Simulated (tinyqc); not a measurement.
Floating body of a partially depleted SOI transistor: body voltage and kink: two steps of the calculation.

Source at 0 V. Channel current Ic = 2 nf K Vt^2 [F(0) - F(Vd)](1 + la Vd), F(V) = ln^2(1 + exp((Vg - VT - nf V)/(2 nf Vt))), VT = VT0 - gb Vb. Saturation voltage Vs = 2 Vt sqrt(F(0)) + 3 Vt, excess Ve = (Vd - Vs + sqrt((Vd - Vs)^2 + 0.0004 V^2))/2, multiplication M1 = Ai Ve exp(-Bl/Ve). Each junction passes D(v) = J1 (exp(v/Vt) - 1) + J2 (exp(v/(2 Vt)) - 1). Bipolar current Ib = bb J1 (exp(Vb/Vt) - 1). The body settles where M1 (Ic + Ib) = D(Vb) + D(Vb - Vd) + Vb/Rb; drain current Id = (1 + M1)(Ic + Ib) - D(Vb - Vd).

Parameters, values chosen for the exercise; values of the order met in partially depleted silicon-on-insulator transistors:
- T = 358 K (temperature)
- VT0 = 0.53 V (threshold at zero body voltage)
- gb = 0.13 (fall of the threshold per volt of body voltage)
- nf = 1.32 (slope factor)
- K = 320 uA/(V^2 um) (gain factor per width)
- la = 0.07 1/V (channel-length modulation factor)
- Ai = 1.63 1/V (impact-ionisation prefactor)
- Bl = 7.2 V (impact-ionisation voltage)
- J1 = 8.2e-11 uA/um (diffusion saturation current of each junction)
- J2 = 7.1e-7 uA/um (recombination saturation current of each junction)
- bb = 0.5 (gain of the lateral bipolar transistor on the diffusion current)
- Rb = 20000 kohm um (resistance of a weak body tie to the source (1e9 stands for no tie, and the term is then dropped))
- Vg = 0.96 V (gate voltage)
- Vd = 1.5 V (drain voltage)

Constants: q = 1.602176634e-19 C, kB = 1.380649e-23 J/K, Vt = kB T/q. Results are converted to the units shown.

Task 1. New Vb. Current into the body I_in = M1 (Ic + Ib) - D(Vb - Vd), current out I_out = D(Vb) + Vb/Rb; f = ln(I_in/I_out), s = df/dVb by central differences over 1e-5 V, Vb(new) = Vb - f/s.

Vb at the start = 0.64 V

Wanted: Ic; Ve; M1; I_in; I_out; f; s; Vb after iteration 1.

Result 1.

Ic = 35.297 uA/um
Ve = 1.0186 V
M1 = 0.0014143
I_in = 0.049979 uA/um
I_out = 0.13855 uA/um
f = -1.0196
s = -22.868 1/V
Vb after iteration 1 = 0.59541 V

Task 2. Drain current with floating and with grounded body. Id and VT at the converged Vb, Id at Vb = 0, their ratio, and the bipolar share Ib/(Ic + Ib).

converged Vb = 0.58190697 V

Give: VT; Id, floating; Id, grounded; ratio; bipolar share.

Result 2.

VT = 0.45435 V
Id, floating = 34.325 uA/um
Id, grounded = 24.869 uA/um
ratio = 1.3802
bipolar share = 0.018607 %

The body rises to 0.582 V and lowers the threshold by 75.6 mV.

Range of the model: The multiplication law is an empirical form chosen for the exercise; self-heating and capacitive coupling to the body are left out, and the linear laws are rough once Vb passes about 0.7 V or M1 about 0.1.

Computed by the program tinyqc: `OMP_NUM_THREADS=1 python tinyqc.py 2182131 2182132 out.jsonl`, one thread of a shared Intel Xeon 2.30GHz, about 0.2 s for the whole run.
